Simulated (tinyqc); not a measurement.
Chemically amplified photoresist: aerial image, acid generation, bake, development and line width: one step, computed by the program tinyqc. Command: `OMP_NUM_THREADS=1 python tinyqc.py 3019464 3019465 out.jsonl resist walk`. One thread of a shared host (Intel(R) Xeon(R) Processor @ 2.30GHz), about 0.02 s of CPU time with the checks.

Lines and spaces of pitch p with a two-beam-like image; x = 0 is the middle of the bright space. The resist is positive and treated as uniform in depth.

Task: Photon statistics at the edge. Dose E(x) = E [1 + c cos(2 pi x/p)]; acid h = 1 - exp(-C E(x)). Bake: the acid image is blurred by a Gaussian of variance sigma^2 = 2 D t (each Fourier term k of h, taken on 64 points, is multiplied by exp(-4 pi^2 k^2 D t/p^2)). The edge lies at x = width/2. Absorbed photons per volume N = E(edge) alpha/(photon energy), 1 mJ/cm^2 = 62.41509 eV/nm^2, alpha in 1/nm; a Gaussian blur averages over a volume V = (2 sqrt(pi) sigma)^3; relative noise 1/sqrt(N V); edge noise sigma_x = (dh/d ln E) noise/|dh/dx|, with both derivatives of the blurred acid at the edge.

Inputs (values chosen for the exercise, for a model resist at 13.5 nm):
```
quantity                      value     unit
pitch p                          32       nm
image contrast c                0.7        -
mean dose E                    29.4  mJ/cm^2
Dill parameter C              0.029  cm^2/mJ
acid diffusivity D             0.12   nm^2/s
bake time t                      45        s
photon energy                 91.84       eV
absorption coefficient alpha    5.2     1/um
```

space width = 14.50455 nm

diffusion length sigma = sqrt(2 D t) = 3.286335 nm

Give: absorbed photons N; photons in the blur volume; edge noise from photons.

Result:

absorbed photons N = 0.11454 1/nm^3

photons in the blur volume = 181.09

edge noise from photons = 0.64330 nm

Caution: lateral development, standing waves and the joint diffusion of acid and quencher are left out, so widths are indicative. Caution: the noise counts photons alone (acid and quencher statistics add to it) and takes the film as thicker than the blur; a thinner film averages in two dimensions only.
